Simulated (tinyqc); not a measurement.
Trench capacitor in an array: capacitance, non-linearity, leakage and relaxation: one step of the calculation.

A film between two metal electrodes, each interface adding a series capacitance ci. The small-signal permittivity is ek (1 + aq E^2); the field is found with the linear permittivity. Leakage J = J0 sinh(E/Ef). After a voltage step the film passes a relaxation current kr C V tt^(-nr), tt being the time in seconds. The sidewall is a coaxial capacitor with radii a = dm/2 - t and b = dm/2, depth AR dm; the end face is left out.

Question. Planar capacitance, field and non-linearity. Planar film: Cf = eps0 ek/t, 1/C = 1/Cf + 2/ci, EOT = 3.9 eps0/C, effective permittivity C t/eps0, E = (V/t) C/Cf; quadratic coefficient [C(V)/C - 1]/V^2 with Cf (1 + aq E^2) in C(V).

Inputs (values chosen for the exercise); permittivity of the order of that of strontium titanate:
- ek = 157 (relative permittivity of the film)
- t = 21 nm (film thickness)
- ci = 1000 uF/cm^2 (capacitance of each electrode interface (dead layer and screening))
- aq = -0.057 cm^2/MV^2 (quadratic field coefficient of the permittivity)
- V = 1 V (bias)
- J0 = 5.6e-11 A/cm^2 (leakage prefactor)
- Ef = 0.4 MV/cm (field for an e-fold rise of the leakage)

Constants: eps0 = 8.8541878128e-14 F/cm where lengths are in cm. Results are converted to the units shown.

Wanted: Cf; C; EOT; effective permittivity; E; quadratic coefficient; J.

Answer.

Cf = 6.620 uF/cm^2
C = 6.533 uF/cm^2
EOT = 0.5286 nm
effective permittivity = 154.9
E = 0.4700 MV/cm
quadratic coefficient = -1.243e4 ppm/V^2
J = 8.201e-11 A/cm^2

The interfaces take 1.31 % of the voltage.

tinyqc, about 0.01 s, one thread, Intel Xeon 2.30GHz (shared host): `OMP_NUM_THREADS=1 python tinyqc.py 2102170 2102171 out.jsonl`
